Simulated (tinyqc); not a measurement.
Worked calculation: valley splitting of a silicon quantum well in envelope theory. Values are carried at full precision from step to step, so a last printed digit may differ when a step is redone from the rounded ones.

Constants: hbar^2/2m0 = 3.80998211 eV angstrom^2; kB = 8.617333262e-05 eV/K.

Parameters, chosen for this exercise (near those of a strained Si well in SiGe; shifted at random, so the results belong to these values and not to a real crystal):
- k0 = 0.834 2 pi/a (valley position)
- a = 5.431 angstrom (lattice constant)
- ml = 0.903 m0 (mass along z)
- F = 3.9 mV/nm (field pressing towards the upper interface)
- w = 1 angstrom (interface width parameter)
- L = 58 angstrom (well width)
- V0 = 0.19 eV (conduction offset)
- C0 = 0.241 (Bloch overlap factor)
- Yb = 0.29 (Ge share of the barrier)
- Yw = 0 (Ge share of the well)
- ad = 170 angstrom (dot radius)

## Wave number and lengths

q = 2 k0 (2 pi/a), its wavelength, the field length (c/(ml e F))^(1/3) with c = hbar^2/2m0 and 1 mV/nm = 1e-4 eV/angstrom, and the damping factor y/sinh(y), y = pi q w, of a step smoothed as 1/(1 + exp(z/w)).

q = 1.9297 1/angstrom
wavelength = 3.256 angstrom
field length = 22.1 angstrom
damping factor = 0.0282

## The envelope

The well lies at 0 < z < L; U(z) = V0 [1/(1 + exp(z/w)) + 1/(1 + exp((L - z)/w))] - e F z, 1 mV/nm = 1e-4 eV/angstrom. The envelope psi solves -(c/ml) psi'' + U psi = E psi, c = hbar^2/2m0, by three-point differences on a grid of 0.1 angstrom from -40 to L + 40 angstrom. The two valleys at +/- k0 couple through D = C0 times the integral of exp(-i q z) U(z) psi^2, q = 2 k0 (2 pi/a), and split by Ev = 2|D|.

Two lowest levels, mean position, and psi^2 at both interfaces.

levels (meV): [-2.63, 26.30]

<z> = 33.0 angstrom
psi^2 at z = 0 and L (1/angstrom): [0.000597, 0.00241]

The field makes psi^2 at the upper interface 4.04 times that at the lower one. The orbital spacing is 28.9 meV.

## Contributions to the coupling

Split D into the lower barrier, the upper barrier and the field term.

Parts of D (micro-eV):
```
part            real  imaginary   size
lower barrier  0.451      0.127  0.468
upper barrier  1.300      1.370  1.889
field term     0.003      0.005  0.006
```

## Valley splitting and phase

The inter-valley coupling D is the sum of the complex parts; Ev = 2|D|, the valley phase is arg D, and kB T equals Ev at T = Ev/kB.

Ev = 4.62 micro-eV
phase = 0.71 rad
T = 0.054 K

The upper barrier gives the largest part.

## Alloy disorder

Random alloy: with Y(z) = Yw + (Yb - Yw) B(z), B the bracket in U, and in-plane density exp(-r^2/ad^2)/(pi ad^2), D gains a random complex part of variance sigma^2 = (C0^2/pi)(a^2 V0/(8 ad (Yb - Yw)))^2 (4/a) times the integral of psi^4 Y (1 - Y). Alone it gives a mean splitting sqrt(pi) sigma; together with the smooth part the rms splitting is 2 sqrt(|D|^2 + sigma^2).

Give the integral, sigma, the mean splitting from disorder alone and the rms total.

integral = 4.58e-06 1/angstrom
sigma = 3.5 micro-eV
sqrt(pi) sigma = 6.3 micro-eV
rms splitting = 8.5 micro-eV

|D|/sigma = 0.65: the two parts are comparable.

## Checks

- Lowest level for sharp walls and no field against the square well, meV: both 9.1.
- Size of one barrier part in that case against C0 V0 psi(0)^2/sqrt(q^2 + 4 kappa^2), micro-eV: both 33.

(tinyqc, `OMP_NUM_THREADS=1 python tinyqc.py 1280329 1280330 out.jsonl`, Intel(R) Xeon(R) Processor @ 2.30GHz, 1 thread, shared host, about 0.07 s.)
